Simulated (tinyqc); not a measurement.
Carrier density against temperature: charge neutrality of a doped semiconductor with incomplete ionisation. Computed by tinyqc, a small Python program. Command: `OMP_NUM_THREADS=1 python tinyqc.py 3022110 3022111 out.jsonl dopant walk`. One thread of a shared host (Intel(R) Xeon(R) Processor @ 2.30GHz), about 0.05 s of CPU time with the checks.

Energies are counted from the top of the valence band; E_D is measured down from the conduction band and E_A up from the valence band.

Inputs (values chosen for the exercise, modelled on 4H-SiC):
```
quantity                    value   unit
gap at 0 K E_g0              3.29     eV
Varshni alpha            0.000318   eV/K
Varshni beta                  716      K
electron mass m_e           0.391    m_0
valleys M_c                     3      -
hole mass m_h                2.06    m_0
donor density N_D         5.1e+15  cm^-3
acceptor density N_A        1e+14  cm^-3
donor depth E_D            0.0587     eV
acceptor depth E_A          0.206     eV
donor degeneracy g_D            2      -
acceptor degeneracy g_A         4      -
```

Doping: n-type, compensated. Statistics of the bands: Fermi-Dirac.

Constants: k_B = 8.617333262e-05 eV/K; m_0 = 9.1093837015e-31 kg; k_B = 1.380649e-23 J/K; h = 6.62607015e-34 J s.

Method:
- E_g = E_g0 - alpha T^2/(T + beta).
- N_c = 2 M_c (2 pi m_e k_B T/h^2)^(3/2) and N_v = 2 (2 pi m_h k_B T/h^2)^(3/2), masses in units of m_0.
- n = N_c F_1/2((E_F - E_g)/k_B T), p = N_v F_1/2(-E_F/k_B T).
- F_1/2(eta) = (2/sqrt(pi)) int_0^infinity sqrt(x)/(1 + exp(x - eta)) dx, by the trapezoid rule in t = sqrt(x) with step 0.02 up to t = 12 (for eta < -12 by exp(eta) - exp(2 eta)/2^(3/2)).
- N_D+ = N_D/(1 + g_D exp((E_F - E_g + E_D)/k_B T)).
- N_A- = N_A/(1 + g_A exp((E_A - E_F)/k_B T)).
- Neutrality: p + N_D+ = n + N_A-; the log ratio is ln[(p + N_D+)/(n + N_A-)].
- Neutrality is solved by bisection at each T. The last column is -k_B d ln(n T^-3/2)/d(1/T) from this row and the one above; it turns negative as ionisation nears completion, when the density grows more slowly than that power of T.

Against temperature:
```
T (K)   n (cm^-3)  E_F from the band edge (eV)  ionised share  activation energy (eV)
24     4.9099e+06                      0.05204        0.01961                       -
31     4.3770e+09                      0.05010        0.01961                0.058700
43     3.1888e+12                      0.04689        0.02023                0.058394
62     2.1916e+14                      0.04794        0.06258                0.044512
97     2.0573e+15                      0.06190        0.42300                0.023217
150    4.4231e+15                      0.09428        0.88688                0.002639
230    4.9226e+15                      0.15515        0.98483               -0.019851
300    4.9734e+15                      0.21241        0.99479               -0.032982
340    4.9831e+15                      0.24617        0.99668               -0.040830
600    4.9970e+15                      0.47833        0.99940               -0.057417
```

Between the two coldest rows the activation energy is 0.0587 eV, 1.00 of the dopant depth: with compensation E_F is pinned at the level and the full depth shows. The density is within 10 % of the net doping from 230 K to 600 K.
